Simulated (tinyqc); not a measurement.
Gap against thickness: thin (001) film in sp3s* tight binding with raised dangling bonds.

Planes alternate anion (a), cation (c) along [001], a/4 apart, starting with an anion; zero in-plane momentum; levels counted from the bulk Ev, the lower root of [[Epa, Vxx], [Vxx, Epc]]; no spin-orbit coupling. Block of s, pz, s*: from an anion to the cation above, Vss/2 (s,s), Vsapc/2 (s,z), -Vscpa/2 (z,s), Vxx/2 (z,z), Vxapc/2 (s*,z), -Vpaxc/2 (z,s*); to the cation below the same with the s-z and s*-z signs reversed. Block of u = (px + py)/sqrt2 and v = (px - py)/sqrt2: to the cation above (Vxx + Vxy)/2 for u and (Vxx - Vxy)/2 for v, to the cation below the reverse. Each surface atom has two dangling sp3 hybrids; raising both by dl adds (dl/2) [[1, t], [t, 1]] to its s, pz levels (t = -1 at the bottom face, +1 at the top) and dl to the one of u, v in whose plane the missing bonds lie (v for a bottom anion or a top cation, u for a top anion).

Values chosen for the exercise (near a published set for SiC, fitted to gaps, whose masses and valley positions are rough; the results hold for these values, not for the real material):
```
symbol  value                                                                                          unit      meaning
p       (-8.422, 2.119, -4.857, 4.331, 9.618, 9.326, -12.447, 3.033, 5.937, 9.496, 9.213, 8.727, 4.4)  eV        order Esa, Epa, Esc, Epc, Exa, Exc, Vss, Vxx, Vxy, Vsapc, Vscpa, Vxapc, Vpaxc
a       4.359                                                                                          angstrom  lattice constant
dp      30                                                                                             eV        value of dl for the passivated films
Ns      (10, 11, 16, 21, 27, 32, 51, 69)                                                                         numbers of planes
```

edges (eV): Gamma 5.93785, Delta 2.31393

Passivated films (finite dp, so levels can still be some meV from their limit), thickness N a/4. Highest level below mid-gap (either block) and the two lowest above it. The exponents are -d ln(shift)/d ln N between the sixth and the last film, for the valence level and for the lowest conduction level.

Levels (eV):
```
N,thickness (angstrom),Ev1,Ec1,Ec2,gap
10,10.90,-0.2280,2.4882,3.0289,2.7162
11,11.99,-0.2309,2.4399,2.8329,2.6708
21,22.88,-0.0750,2.3488,2.4559,2.4238
27,29.42,-0.0473,2.3350,2.3994,2.3823
32,34.87,-0.0324,2.3296,2.3773,2.3620
51,55.58,-0.0142,2.3199,2.3377,2.3341
69,75.19,-0.0079,2.3172,2.3269,2.3251
```

Give the missing row, N = 16, thickness (angstrom) = 17.44.

Computed row:
```
N   thickness (angstrom)      Ev1     Ec1     Ec2     gap
16                 17.44  -0.1085  2.3792  2.5820  2.4877
```

exponents: valence 1.83, conduction 2.05

The gap is 2.716 eV at 10.9 angstrom and 2.325 eV at 75.2, against 2.314 eV in the bulk along this line. At 21 planes the conduction side gives 35 meV of the widening and the valence side 75 meV. A hard-walled parabolic band has exponent 2; departures come from the offset between N a/4 and the effective width, from non-parabolicity and from the termination (odd and even N end differently: in the direction of the bond rows at the two faces and, in a compound, in the kind of atom), which also makes single steps in N uneven. Ec1 and Ec2 come from the neighbourhood of X.

Program tinyqc; command `OMP_NUM_THREADS=1 python tinyqc.py 1452053 1452054 out.jsonl`; about 0.4 s on one thread of a shared Intel(R) Xeon(R) Processor @ 2.30GHz.
